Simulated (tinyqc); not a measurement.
From screening to the Mott criterion: hydrogenic impurity: series, fields, screening, photoionisation and donor-acceptor pairs. Computed by tinyqc, a small Python program. Command: `OMP_NUM_THREADS=1 python tinyqc.py 3000472 3000473 out.jsonl hydrogenic walk`. One thread of a shared host (Intel(R) Xeon(R) Processor @ 2.30GHz), about 0.01 s of CPU time with the checks.

One isotropic, parabolic band. Effective units: Ry* and a*, in which H = -nabla^2 - 2/r.

Inputs (values chosen for the exercise, modelled on CdS): electron mass m = 0.202 m_0; dielectric constant eps = 8.7; donor density N = 4e+17 cm^-3.

Parts treated: screening and pairs.

Constants: Ry = 13.605693123 eV; a_0 = 0.529177210903 angstrom; h x 1 THz = 4.135667696 meV.

Method:
- Ry* = Ry m/eps^2, a* = a_0 eps/m; level n is bound by Ry*/n^2; <r> = (3/2) a* in 1s; lines 1s -> np at Ry* (1 - 1/n^2); 1 THz = 4.135667696 meV.
- Thomas-Fermi screening by N free electrons of one valley, taken as a degenerate gas (the hypothesis that all donors are ionised): q a* = sqrt(4 k_F a*/pi), k_F = (3 pi^2 N)^(1/3).
- Screened potential -(2/r) exp(-q r). Basis exp(-zeta r), zeta_k = 0.02 x 1.6^k, k = 0..23: S = 2/s^3, T = zeta_i zeta_j S, V = -2/(s + q)^2 with s = zeta_i + zeta_j; overlap eigenvalues below 1e-11 are dropped.
- First order: 1 - 2 q a*. One exponent: the maximum over zeta of 8 zeta^3/(2 zeta + q)^2 - zeta^2 (golden section on 0.01 to 1.2).

a* = 22.7913 angstrom

Binding (Ry*):
```
N^(1/3) a*   N (cm^-3)     q a*  first order  one exponent    basis
0.0034      3.3199e+12  0.11573      0.76855       0.78727  0.78729
0.0100      8.4468e+13  0.19847      0.60306       0.65575  0.65590
0.0250      1.3198e+15  0.31381      0.37239       0.49705  0.49778
0.0500      1.0559e+16  0.44379      0.11242       0.34839  0.35061
0.0840      5.0065e+16  0.57522     -0.15043       0.22670  0.23161
0.1300      1.8558e+17  0.71559     -0.43118       0.12507  0.13429
0.1700      4.1499e+17  0.81831     -0.63661       0.06774  0.08096
```

The binding falls from 0.787 to 0.081 Ry*. First order, a constant shift of the potential, overshoots and turns negative from q a* = 0.5. One exponent loses the state at q a* = 1 (N^(1/3) a* = 0.254, the classic form of the Mott criterion); the full basis keeps it to 1.19. The dilute rows are formal, since there the electrons are bound or non-degenerate.

Extremes, crossings and ranges named in words are read from the listed rows.
